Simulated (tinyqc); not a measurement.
# Sputter depth profiling of a dopant layer: erosion rate, quantification and the mixing-roughness response, step by step

A worked calculation. Computed by tinyqc, a small Python program that keeps every step. Command: `OMP_NUM_THREADS=1 python tinyqc.py 3001190 3001191 out.jsonl sims walk`. One thread of a shared host (Intel(R) Xeon(R) Processor @ 2.30GHz), about 0.03 s of CPU time with the checks. Intermediate numbers are printed to about 7 digits and carried at full precision; extremes and crossings named in words are read from the listed rows.

A rastered ion beam erodes silicon (49.94 atoms per nm^3). The measured profile is the true one convolved with a depth response.

Inputs (values chosen for the exercise, modelled on a dopant in silicon under an oxygen or caesium beam):
```
quantity                               value    unit
beam energy E                           0.44     keV
beam current                             270      nA
raster side                              200      um
sputter yield at 1 keV                   1.3       -
mixing length at 1 keV                   1.5      nm
roughness sigma                         0.31      nm
depth of the top edge z0                  24      nm
box width b                              5.8      nm
box concentration C                  3.7e+19  1/cm^3
relative sensitivity factor RSF        2e+20  1/cm^3
matrix count rate                      3e+06     1/s
background count rate                   0.37     1/s
counting time per point                    1       s
level that defines the junction C_B    2e+17  1/cm^3
```

True profile: box.

Constants: e = 1.602176634e-19 C.

## Erosion and sensitivity

Scaling chosen for the exercise: yield Y = Y1 E^0.5, mixing length w = w1 E^0.5 (E in keV). Erosion rate = Y I/(e x raster^2 x density); depth step = rate x counting time; concentration = RSF x counts/matrix counts; detection limit = RSF x 3 sqrt(background x time)/(matrix rate x time).

yield Y = 0.8623224

mixing length w = 0.9949874 nm

erosion rate = 0.7274691 nm/s

depth step = 0.7274691 nm

detection limit = 1.216553e+14 1/cm^3

Caution: with so few background counts Poisson statistics, not 3 sqrt(N), set the true limit. Caution: the depth step exceeds the roughness width, so the leading edge is undersampled.

## Measured shape

Mixing alone turns a layer at z0 into (1/w) exp(-(z - z0 + w)/w) for z > z0 - w; roughness adds a Gaussian of width sigma. With x = z - z0 + w: g(x) = (1/(2w)) exp(sigma^2/(2 w^2) - x/w) erfc((sigma/w - x/sigma)/sqrt2), and its integral G(x) = (1/2) erfc(-x/(sigma sqrt2)) - w g(x). Measured: C [G(x) - G(x - b)]. Find the maximum, the full width at half maximum and the deep point where the profile falls to C_B; far down, the trailing edge decays by w ln(10) per decade.

depth of the maximum = 28.04775 nm

peak concentration = 3.673038e+19 1/cm^3

full width at half maximum = 5.811775 nm

apparent junction depth = 34.04456 nm

trailing slope = 2.291043 nm/decade

The true deep edge lies at 29.8 nm, so the junction appears 4.24 nm too deep. The peak reaches 99.3 % of the true concentration.

## Moments

Convolution adds means and variances: the response has mean 0 (shift -w plus exponential mean w) and variance w^2 + sigma^2; a box adds the mean b/2 and the variance b^2/12.

centroid = 26.9 nm

standard deviation = 1.972165 nm

maximum minus centroid = 1.147746 nm

The centroid stays at the true position while the maximum lies deeper, so depth is read from the centroid.

## Points of the profile

Counts = concentration x matrix rate x time/RSF + background x time; relative noise 1/sqrt(counts). Depths are z0 - w + k (w + sigma), k = -0.5, 0, 0.5, 1, 2, 3, 5, 8, 12.

Profile:
```
k       z (nm)  measured (1/cm^3)        counts  relative noise
-0.5  22.35252       6.666692e+16  1.000374e+03       0.0316169
0.0   23.00501       3.830606e+18  5.745946e+04       0.0041718
0.5   23.65751       1.692252e+19  2.538381e+05       0.0019848
1.0   24.31000       2.653655e+19  3.980486e+05       0.0015850
2.0   25.61499       3.418115e+19  5.127176e+05       0.0013966
3.0   26.91997       3.624060e+19  5.436094e+05       0.0013563
5.0   29.52995       1.864700e+19  2.797054e+05       0.0018908
8.0   33.44491       3.653988e+17  5.481352e+03       0.0135069
12.0  38.66486       1.924647e+15  2.923970e+01       0.1849326
```

## Beam energy: resolution against speed

Width = full width at half maximum; the apparent junction is the deep point where the profile falls to C_B; time to profile to twice z0 = 2 z0/erosion rate, at fixed current.

Measured values:
```
E (keV)    w (nm)  peak (1/cm^3)  width (nm)  apparent junction (nm)  time (min)
0.15     0.580948   3.698641e+19    5.800461                32.33449    1.883459
0.25     0.750000   3.693404e+19    5.802501                33.02900    1.458921
0.50     1.060660   3.664496e+19    5.816063                34.31718    1.031613
1.00     1.500000   3.575112e+19    5.869619                36.13084    0.729461
2.00     2.121320   3.383284e+19    6.021601                38.63292    0.515806
4.00     3.000000   3.072958e+19    6.357944                42.00830    0.364730
8.00     4.242641   2.668218e+19    6.982504                46.46871    0.257903
```

From the highest to the lowest energy the width goes from 6.98 to 5.80 nm, towards the floor set by roughness and the box width 5.8 nm, and the junction error from 16.7 to 2.53 nm, at 7.3 times the time. Extrapolating the tail slope to zero energy separates mixing from real diffusion. Caution: the surface transient, segregation under the beam and the growth of roughness with depth are left out, and real yields fall faster near the sputter threshold.

Checks made by the program: dose under the measured profile (relative difference below 1e-10).
